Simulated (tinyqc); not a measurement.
Electron continuity equation in a given potential, Scharfetter-Gummel discretisation: two steps of the calculation.

Steady state in one dimension: J = q mu n E + q D dn/dx with E = -dpsi/dx and D = mu Vt, dJ/dx = q (n/tau - G), fixed densities nL and nR at the ends. The potential is given, psi = U x/L, and is not changed by the electrons.

Values chosen for this exercise; mobility close to that of silicon at room temperature:
- T = 400 K (temperature)
- mu = 1340 cm^2/(V s) (electron mobility)
- L = 1 um (length of the region)
- nL = 7e12 cm^-3 (density at x = 0)
- nR = 6.6e13 cm^-3 (density at x = L)
- tau = 1.3e-11 s (lifetime)
- G = 0 cm^-3 s^-1 (uniform generation rate)

Constants: q = 1.602176634e-19 C, kB = 1.380649e-23 J/K, Vt = kB T/q. Results are converted to the units shown.

Problem 1. Bernoulli factors. d_i = (psi_(i+1) - psi_i)/Vt; B(d) = d/(exp(d) - 1), B(0) = 1. The flux on interval i is J_i = (q D/h) [n_(i+1) B(d_i) - n_i B(-d_i)].

psi, node 0 to 11 (V): [0.00000000, 0.02272727, 0.04545455, 0.06818182, 0.09090909, 0.11363636, 0.13636364, 0.15909091, 0.18181818, 0.20454545, 0.22727273, 0.25000000]

Find: d_i; B(d_i); B(-d_i).

Solution 1.

```
interval     d_i  B(d_i)  B(-d_i)
0         0.6593  0.7063    1.366
1         0.6593  0.7063    1.366
2         0.6593  0.7063    1.366
3         0.6593  0.7063    1.366
4         0.6593  0.7063    1.366
5         0.6593  0.7063    1.366
6         0.6593  0.7063    1.366
7         0.6593  0.7063    1.366
8         0.6593  0.7063    1.366
9         0.6593  0.7063    1.366
10        0.6593  0.7063    1.366
```

The largest |d_i| is 0.659, below 2, so central differences would also keep densities positive.

Problem 2. Tridiagonal system for the inner nodes. Row i (1 to 10): B(-d_(i-1)) n_(i-1) + b_i n_i + B(d_i) n_(i+1) = f_i with b_i = -B(-d_i) - B(d_(i-1)) - h^2/(D tau) and f_i = -G h^2/D; the known end values are moved to the right: f_1 loses B(-d_0) nL and f_10 loses B(d_10) nR. h = L/11, D = mu Vt.

```
interval      B(d_i)    B(-d_i)
0         0.70629465  1.3656423
1         0.70629465  1.3656423
2         0.70629465  1.3656423
3         0.70629465  1.3656423
4         0.70629465  1.3656423
5         0.70629465  1.3656423
6         0.70629465  1.3656423
7         0.70629465  1.3656423
8         0.70629465  1.3656423
9         0.70629465  1.3656423
10        0.70629465  1.3656423
```

Find: diagonal b; right side f.

Solution 2.

```
node  diagonal b  right side f (cm^-3)
1         -2.210             -9.559e12
2         -2.210                     0
3         -2.210                     0
4         -2.210                     0
5         -2.210                     0
6         -2.210                     0
7         -2.210                     0
8         -2.210                     0
9         -2.210                     0
10        -2.210             -4.662e13
```

Computed by the program tinyqc: `OMP_NUM_THREADS=1 python tinyqc.py 2220132 2220133 out.jsonl`, one thread of a shared Intel Xeon 2.30GHz, about 0.01 s for the whole run.
